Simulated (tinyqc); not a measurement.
Inside a calculation: model-solid line-up of a strained alloy layer on a substrate. Values are carried at full precision from step to step, so a last printed digit may differ when a step is redone from the rounded ones.

All values of the alloy are linear in x but the gap, Eg(x) = (1 - x) Eg_A + x Eg_B - C x (1 - x), and the valence edge, Ev(x) = (1 - x) Ev_A + x Ev_B + fv C x (1 - x); Ec = Ev + Eg. Ev is the top of the unstrained valence band on a scale common to all materials. In the layer only the Gamma valley of the conduction band is followed, also where an X or L valley would lie lower.

Values chosen for the exercise (A near InP, B near GaP, substrate near GaAs; the results hold for these values, not for the real material): a = (5.867, 5.453) angstrom (lattice constant of A, B); Eg = (1.444, 2.87) eV (gap at Gamma to the s-like level of A, B); Dso = (0.109, 0.081) eV (spin-orbit splitting of A, B); Ev = (-0.95, -1.26) eV (top of the unstrained valence band of A, B); ac = (-6.09, -8.19) eV (conduction deformation potential of A, B); av = (0.61, 1.7) eV (valence hydrostatic potential of A, B); b = (-2.01, -1.6) eV (tetragonal shear potential of A, B); d = (-4.94, -4.62) eV (trigonal shear potential of A, B); C11 = (101.1, 140.7) GPa (of A, B); C12 = (55.6, 61.8) GPa (of A, B); C44 = (45.7, 71.2) GPa (of A, B); C = 0.595 eV (bowing of the gap); fv = 0.2 (share of the bowing taken by the valence edge); x = 0.4 (fraction of B); a_s = 5.653 angstrom (substrate); face = 001 (growth face); Eg_s = 1.527 eV (lowest gap of the substrate); Ev_s = -0.81 eV (substrate valence edge).

## Values of the alloy

Interpolate.

Alloy at x (a in angstrom, C11, C12, C44 in GPa, all else in eV):
```
symbol     value
a         5.7014
Eg        1.8716
Dso       0.0978
Ev       -1.0454
ac       -6.9300
av        1.0460
b        -1.8460
d        -4.8120
C11     116.9400
C12      58.0800
C44      55.9000
```

## Strain on the (001) substrate

Coherent growth on a (001) face: e_par = (a_s - a)/a, e_perp = -2 (C12/C11) e_par; exx = eyy = e_par, ezz = e_perp, no shear.

Use the values of the alloy.

e_par = -0.008489
e_perp = 0.008433

strain tensor in the cubic axes:
```
           x          y         z
x  -0.008489   0.000000  0.000000
y   0.000000  -0.008489  0.000000
z   0.000000   0.000000  0.008433
```

The layer is under compression in the plane; its volume changes by -0.855 %.

## Strained band edges

Strained edges: Ec + ac tr(e); the valence edges are Ev plus the levels of the 6 x 6 matrix of X, Y, Z times spin with -Dso/3 + l exx + m (eyy + ezz) on the diagonal (cyclic), n exy off it, l = av + 2 b, m = av - b, n = sqrt(3) d. Spin-orbit term (Dso/3) L.sigma on X, Y, Z with (L_k)_ij = -i epsilon_kij: <X+|H|Y+> = -i Dso/3, <X+|H|Z-> = Dso/3, <Y+|H|Z-> = -i Dso/3, <Z+|H|X-> = -Dso/3, <Z+|H|Y-> = i Dso/3, <X-|H|Y-> = i Dso/3, and their conjugates; + and - are the spin along z.

Give the hydrostatic shifts, the strain block and the edges.

ac tr(e), av tr(e) (eV): 0.0592  -0.0089

strain block (eV), lower triangle:
```
        X       Y        Z
X  0.0223
Y       0  0.0223
Z       0       0  -0.0714
```

Ec and the three valence edges from the top (eV): 0.8854  -1.0231  -1.0636  -1.1742

strained gap = 1.9085 eV

Strain moves the gap by +37 meV: +68 meV from the volume and -31 meV from the splitting of the valence edge, which always raises the top.

## Offsets against the substrate material

dEc = Ec(substrate) - Ec(layer), dEv = Ev(layer) - Ev(substrate); positive values confine the carrier in the layer. Type I: both of one sign; type II: opposite signs; type III: the gaps do not overlap.

Give also the smallest gap across the interface, min Ec - max Ev.

dEc = -0.1684 eV
dEv = -0.2131 eV

type: I

smallest gap = 1.5270 eV

Both carriers collect in the substrate material; the conduction band takes 44 % of the gap difference. Where the alloy is indirect its X or L edge, left out, lies lower and changes dEc.

## Critical thickness (Matthews-Blakeslee, single layer)

h = K (ln(h/b) + 1) with K = b (1 - nu/4)/(4 pi |e_par| (1 + nu)) for 60-degree dislocations, b = a/sqrt(2) the Burgers vector (not the shear potential of the table), nu = C12/(C11 + C12). Iterate from h = 10 b until h changes by less than 1e-6 of itself.

b (Burgers vector) = 4.0315 angstrom
nu = 0.3318
K = 26.02 angstrom

first iterates (angstrom): 40.3  85.9  105.6  111.0  112.3  112.6

critical thickness = 11.27 nm

Thicker layers can relax, and the strained edges then no longer apply; metastable growth often exceeds this equilibrium value.

## Checks

- Valence edges against the closed form for (001) strain: they agree to 1e-10 or better.

tinyqc: `OMP_NUM_THREADS=1 python tinyqc.py 1080045 1080046 out.jsonl`; about 0.02 s, one thread, shared Intel(R) Xeon(R) Processor @ 2.30GHz.
